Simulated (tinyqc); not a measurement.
Elastic strain and critical thickness of a cubic alloy layer A(1-x)B(x) on a thick substrate: one step, computed by the program tinyqc.

Strain is positive in tension. The layer is coherent with the substrate unless said otherwise.

Question. Wafer curvature of the coherent layer. Stoney: curvature = 6 |stress| h/(M_S t_S^2); radius = 1/curvature; bow = curvature W^2/8.

Inputs (values chosen for the exercise, for a model alloy): layer thickness h = 110 nm; biaxial modulus of the substrate M_S = 129 GPa; substrate thickness t_S = 525 micrometre; wafer diameter W = 150 mm.

in-plane stress = 3.652066 GPa

Give: curvature; radius of curvature; bow.

Answer.

curvature = 0.06779 1/m

radius of curvature = 14.75 m

bow = 190.7 micrometre

Caution: M_S is near the value for a (001) wafer; a (111) wafer is stiffer and bends less. Caution: the curvature assumes a coherent layer, but h exceeds h_c. Caution: a bow above a fifth of the wafer thickness is beyond Stoney's small-deflection limit.
